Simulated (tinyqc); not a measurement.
What the s* orbital does: sp3s* tight binding with spin-orbit coupling.

sp3s* tight binding, nearest neighbours only: anion (a) at 0, cation (c) at a/4 (1,1,1), orbitals s, px, py, pz, s* on each; k in units of 2 pi/a. With phases e_j = exp(i (pi/2) k.n_j) for n = (1,1,1), (1,-1,-1), (-1,1,-1), (-1,-1,1): g0 = (e1+e2+e3+e4)/4, g1 = (e1+e2-e3-e4)/4, g2 = (e1-e2+e3-e4)/4, g3 = (e1-e2-e3+e4)/4. The diagonal holds the levels Esa, Epa, Exa (s*) and Esc, Epc, Exc. Anion-cation block: <sa|sc> = Vss g0; <sa|xc> = Vsapc g1; <xa|sc> = -Vscpa g1; <xa|xc> = Vxx g0; <xa|yc> = <ya|xc> = Vxy g3, <xa|zc> = <za|xc> = Vxy g2, <ya|zc> = <za|yc> = Vxy g1; <s*a|xc> = Vxapc g1; <xa|s*c> = -Vpaxc g1; y and z take g2 and g3 in place of g1; s-s* and s*-s* vanish.

Spin-orbit coupling acts within the p shell of each atom as (D/3) L.sigma, D = Da or Dc: it puts four states at Ep + D/3 and two at Ep - 2D/3.

Parameters, chosen for this exercise (near a published set for InAs, fitted to gaps, whose masses and valley positions are rough; spin-orbit coupling, where it is added without a refit, lifts the valence top and shrinks all gaps by about a third of the splitting; not measured data): Esa = -9.627 eV (s level of the anion); Epa = 0.901 eV (p level of the anion); Esc = -2.744 eV (s level of the cation); Epc = 3.749 eV (p level of the cation); Exa = 7.346 eV (s* level of the anion); Exc = 6.764 eV (s* level of the cation); Vss = -5.653 eV (s-s); Vxx = 1.85 eV (px-px); Vxy = 4.48 eV (px-py); Vsapc = 3.059 eV (s anion, p cation); Vscpa = 5.4 eV (s cation, p anion); Vxapc = 3.323 eV (s* anion, p cation); Vpaxc = 3.931 eV (p anion, s* cation); Da = 0.404 eV (atomic spin-orbit splitting, anion); Dc = 0.392 eV (the same, cation).

The s* couplings Vxapc and Vpaxc are scaled by f; f = 0 is the plain sp3 model. Gaps from the top of the valence band at Gamma; the Delta value is the minimum on (x,0,0), 0.5 <= x <= 1.

Gaps (eV):

| f | Gamma | Delta | L | x of the minimum |
|---|---|---|---|---|
| 0.00 | 0.3084 | 3.1644 | 2.1050 | 0.500 |
| 0.25 | 0.3084 | 3.0932 | 2.0359 | 0.500 |
| 0.50 | 0.3084 | 2.8987 | 1.8443 | 0.500 |
| 0.75 | 0.3084 | 2.6220 | 1.5662 | 0.500 |
| 0.90 | 0.3084 | 2.4333 | 1.3735 | 0.500 |
| 1.00 | 0.3084 | 2.2045 | 1.2385 | 1.000 |
| 1.10 | 0.3084 | 1.9101 | 1.0999 | 1.000 |

The gap at Gamma stays, since g1 to g3 vanish there. From f = 0 to 1 the s* levels lower the Delta value by 0.960 eV and L by 0.867 eV. For f = 0, 0.25, 0.5, 0.75 and 0.9 the least value lies at x = 0.5, the end of the range: any valley further out lies above that value until s* has lowered it enough. The lowest of the three is Gamma at both f = 0 and f = 1.

tinyqc: `OMP_NUM_THREADS=1 python tinyqc.py 1452259 1452260 out.jsonl`; about 0.2 s, one thread, shared Intel(R) Xeon(R) Processor @ 2.30GHz.
